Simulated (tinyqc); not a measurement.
Several materials: averaged masses of warped heavy- and light-hole bands.

Four-band hole energies E = c k^2 f(u), c = hbar^2/2m0, f = g1 -/+ 2 sqrt(g2^2 + 3 (g3^2 - g2^2) s), s = ux^2 uy^2 + uy^2 uz^2 + uz^2 ux^2 for the unit vector u; minus for heavy, plus for light holes; the mass along u is 1/f.

Grid: n x n midpoints in cos(theta) from 0 to 1 and phi from 0 to pi/2, equal weights. m_d = <f^(-3/2)>^(2/3). Conductivity mass for one scattering time: 1/m_c = <|w|^2 f^(-5/2)>/<f^(-3/2)> with w = grad_k(k^2 f)/(2 k), that is |w|^2 = f^2 + |angular gradient of f|^2/4.

The inputs are values chosen for the exercise; n = 40; delta = (g3 - g2)/g1.

Results:
```
case            g1    g2    g3  m_d heavy  m_c heavy  m_d light  delta
A near InAs  19.87  8.53  9.15      0.500      0.450     0.0265  0.031
B near InP    5.07  1.61  2.11      0.857      0.718     0.1123  0.099
C near Si     4.26  0.34  1.45      0.527      0.418     0.1556  0.261
D near AlAs   3.73  0.82  1.43      0.817      0.659     0.1630  0.164
E near GaAs   6.99  2.05  2.93      0.604      0.471     0.0821  0.126
F near GaSb  13.36  4.68  5.96      0.452      0.338     0.0412  0.096
```

How do the results move, and what explains it?

Heavy masses span a factor of 1.9 and light ones 6.1: the coupling to the conduction band adds to g1, 2 g2 and 2 g3 alike, so it cancels for heavy holes and doubles for light ones. The ratio m_c/m_d of the heavy holes is lowest for F (0.75); delta is largest for C; the heavy band feels the warping rather through (g3 - g2)/(g1 - 2 g3), which runs from 0.39 to 0.89 here and is 0.89 for the case with the lowest ratio.

Run: tinyqc, `OMP_NUM_THREADS=1 python tinyqc.py 1050771 1050772 out.jsonl`; Intel(R) Xeon(R) Processor @ 2.30GHz, one thread, shared host; about 0.02 s of CPU time with all checks.
